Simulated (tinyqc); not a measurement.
Van der Pauw, Hall and four-point-probe measurements on a doped layer: one step of the calculation.

A uniform p-type layer with sheet resistance Rs = 1/(q ns mu), point contacts, low field (mu B small).

Question. Resistances and Hall voltage. Rs = 1/(q ns mu). For a rectangle with contacts at the corners, RA = (8 Rs/pi) sum_(k>=0) ln coth((2k + 1) pi a/(2 b)) with current along a short side b and voltage along the opposite one, RB the same with a and b exchanged; Hall voltage VH = rH B I/(q ns), negative for electrons.

Values chosen for this exercise: sheet density of the layer ns = 2.1e13 cm^-2; drift mobility mu = 19 cm^2/(V s); Hall factor rH = 0.8; magnetic field B = 1 T; current I = 10 uA; side ratio a/b of a rectangular sample with corner contacts ar = 1.83.

Constants: q = 1.602176634e-19 C. Results are converted to the units shown.

Find: Rs; RA; RB; VH.

Answer.

Rs = 15643 ohm/square
RA = 253.80 ohm
RB = 14947 ohm
VH = 0.23777 mV

RB/RA = 58.9; for a square both equal Rs ln 2/pi = 3450 ohm.

Numbers from tinyqc (`OMP_NUM_THREADS=1 python tinyqc.py 2850128 2850129 out.jsonl`; about 0.04 s on one thread of a shared Intel Xeon 2.30GHz).
